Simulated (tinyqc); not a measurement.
# Resistance of a source-drain extension with a graded tip: what changes with what

y runs along the channel, the gate covers y > 0. The doping is N0 for y < y0 and N0 10^(-(y - y0)/la) beyond, uniform over the depth xj. Sheet conductance s(y) = q mu(N) max(N - Nch, 0) xj + (for y > 0) ma Cox Vo, with mu(N) = u0 + (u1 - u0)/(1 + (N/Nr)^au) and Cox = eps0 eox/tox. Current is taken as one-dimensional; depletion of the tip, spreading and the contact are left out. The metallurgical junction lies at yj, where N = Nch.

Parameters, values chosen for the exercise; mobility law close to that of electrons in silicon: relative permittivity of the gate insulator (close to silicon nitride) eox = 7.46; insulator thickness tox = 2.1 nm; active doping of the extension far from the gate N0 = 1.1e20 cm^-3; lateral abruptness la = 5.3 nm/decade; depth of the extension xj = 17 nm; channel doping Nch = 8.8e17 cm^-3; spacer length Ls = 12 nm; gate overdrive Vo = 0.52 V; mobility of the gate-induced layer ma = 170 cm^2/(V s); mobility at low doping u1 = 1414 cm^2/(V s); mobility at high doping u0 = 68.5 cm^2/(V s); reference doping Nr = 9.2e16 cm^-3; exponent au = 0.711; gate length Lg = 50 nm.

Constants: q = 1.602176634e-19 C, eps0 = 8.8541878128e-14 F/cm where lengths are in cm. Results are converted to the units shown.

Each table varies one quantity; the others keep the values above.

## Abruptness at a fixed junction position

R_spacer = integral of dy/s from -Ls to 0, R_ov from 0 to yj, R_channel = (Lg - 2 yj)/(ma Cox Vo), R_total = 2 R_spacer + 2 R_ov + R_channel. Electrical length L_eff = ma Cox dR_total/d(1/Vo); R_series = R_total - L_eff/(ma Cox Vo). y0 is moved with la so that yj stays at 10.914 nm.

The same in every row: yj (nm) = 10.91; R_channel (ohm um) = 101.3.

Abruptness at a fixed junction position:

| la (nm/decade) | R_spacer (ohm um) | R_ov (ohm um) | R_total (ohm um) | L_eff (nm) | R_series (ohm um) |
|---|---|---|---|---|---|
| 1 | 5.232 | 7.273 | 126.3 | 29.76 | 19.28 |
| 2.3 | 5.232 | 11.21 | 134.2 | 31.50 | 20.91 |
| 3.5 | 5.232 | 14.84 | 141.5 | 33.11 | 22.41 |
| 4.8 | 5.232 | 18.78 | 149.4 | 34.85 | 24.03 |
| 6 | 5.495 | 22.22 | 156.7 | 36.42 | 25.76 |
| 7.3 | 7.142 | 25.04 | 165.7 | 37.94 | 29.23 |
| 8.5 | 10.02 | 26.96 | 175.3 | 39.13 | 34.55 |
| 9.8 | 14.51 | 28.52 | 187.4 | 40.20 | 42.81 |

Read the table: what changes, and by how much?

As la goes from 1 to 9.8 nm/decade, R_total rises from 126 to 187 ohm um, R_spacer rises from 5.23 to 14.5 ohm um and R_ov rises from 7.27 to 28.5 ohm um. R_total changes on average by 6.94 ohm um for each nm/decade. L_eff exceeds the metallurgical length by 1.59 nm in the first row and 12.0 nm in the last, since the gate also controls the lightly doped tips.

## Effect of the position under the gate where the fall begins

Same model as above.

Effect of the position under the gate where the fall begins:

| y0 (nm) | yj (nm) | R_spacer (ohm um) | R_ov (ohm um) | R_channel (ohm um) | R_total (ohm um) | L_eff (nm) | R_series (ohm um) |
|---|---|---|---|---|---|---|---|
| -6 | 5.114 | 12.76 | 14.00 | 143.0 | 196.6 | 45.88 | 31.58 |
| -4 | 7.114 | 7.689 | 17.23 | 128.7 | 178.5 | 42.69 | 24.94 |
| -2 | 9.114 | 5.692 | 19.26 | 114.3 | 164.2 | 39.02 | 23.84 |
| 0 | 11.11 | 5.232 | 20.37 | 99.88 | 151.1 | 35.12 | 24.79 |
| 2 | 13.11 | 5.232 | 21.15 | 85.50 | 138.3 | 31.17 | 26.18 |
| 4 | 15.11 | 5.232 | 21.93 | 71.11 | 125.4 | 27.21 | 27.57 |
| 6 | 17.11 | 5.232 | 22.71 | 56.73 | 112.6 | 23.26 | 28.96 |
| 8 | 19.11 | 5.232 | 23.49 | 42.34 | 99.78 | 19.31 | 30.34 |

Read the table: what changes, and by how much?

As y0 goes from -6 to 8, R_total falls from 197 to 99.8 ohm um, L_eff falls from 45.9 to 19.3 nm and R_series goes from 31.6 through a minimum of 23.8 (at y0 = -2 among the rows listed) to 30.3 ohm um. More overlap also shortens the channel and adds capacitance, effects on threshold and speed that are left out.

tinyqc, about 0.03 s, one thread, Intel Xeon 2.30GHz (shared host): `OMP_NUM_THREADS=1 python tinyqc.py 2282270 2282271 out.jsonl`
